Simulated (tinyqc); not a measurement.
Deal-Grove kinetics of thermal oxidation of silicon: one step, computed by the program tinyqc.

Oxidant diffuses through the oxide and reacts at the interface, so that dx/dt = B/(A + 2x) for the oxide thickness x.

Task: Rate constants. B = B0 p exp(-E_B/(k_B T)), B/A = (B/A)0 p^m exp(-E_A/(k_B T)), p in atm; A = B/(B/A). Temperatures in kelvin are T(C) + 273.15.

Inputs (values chosen for the exercise, close to those used for silicon):
```
quantity,value,unit
prefactor B0,768,um^2/h
activation energy E_B,1.24,eV
prefactor (B/A)0,5.86e+06,um/h
activation energy E_A,2.02,eV
temperature T,1175,C
oxidant pressure p,5,atm
pressure exponent m of B/A,0.7,-
```

Ambient: dry oxygen. Surface: (111).

Constants: k_B = 8.617333262e-05 eV/K.

Give: parabolic constant B; linear constant B/A; length A.

Result:

parabolic constant B = 0.1858 um^2/h

linear constant B/A = 1.688 um/h

length A = 0.1101 um

Reaction at the interface limits growth while x is well below A/2 = 0.0550 um, diffusion once x is well above it.
